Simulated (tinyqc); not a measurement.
Charge neutrality of a doped semiconductor with incomplete ionisation: one step, computed by the program tinyqc. Command: `OMP_NUM_THREADS=1 python tinyqc.py 3006023 3006024 out.jsonl dopant walk`. One thread of a shared host (Intel(R) Xeon(R) Processor @ 2.30GHz), about 0.03 s of CPU time with the checks.

Energies are counted from the top of the valence band; E_D is measured down from the conduction band and E_A up from the valence band.

Task: Densities at the solution. n = N_c F_1/2((E_F - E_g)/k_B T), p = N_v F_1/2(-E_F/k_B T). F_1/2(eta) = (2/sqrt(pi)) int_0^infinity sqrt(x)/(1 + exp(x - eta)) dx, by the trapezoid rule in t = sqrt(x) with step 0.02 up to t = 12 (for eta < -12 by exp(eta) - exp(2 eta)/2^(3/2)). N_D+ = N_D/(1 + g_D exp((E_F - E_g + E_D)/k_B T)).

Inputs (values chosen for the exercise, modelled on silicon):

| quantity | value | unit |
|---|---|---|
| donor density N_D | 4e+15 | cm^-3 |
| donor depth E_D | 0.046 | eV |
| donor degeneracy g_D | 2 | - |
| temperature T | 77 | K |

Doping: n-type. Statistics of the bands: Fermi-Dirac.

Fermi level E_F (last iterate) = 1.116109 eV

gap E_g = 1.166189 eV

N_c = 3.644214e+18 cm^-3

N_v = 2.512148e+18 cm^-3

k_B T = 0.006635347 eV

Give: majority density n; minority density p; ionised share of the donors; distance of E_F from the majority band edge.

Result:

majority density n = 1.92e+15 cm^-3

minority density p = 2.23e-55 cm^-3

ionised share of the donors = 0.480

distance of E_F from the majority band edge = 0.0501 eV
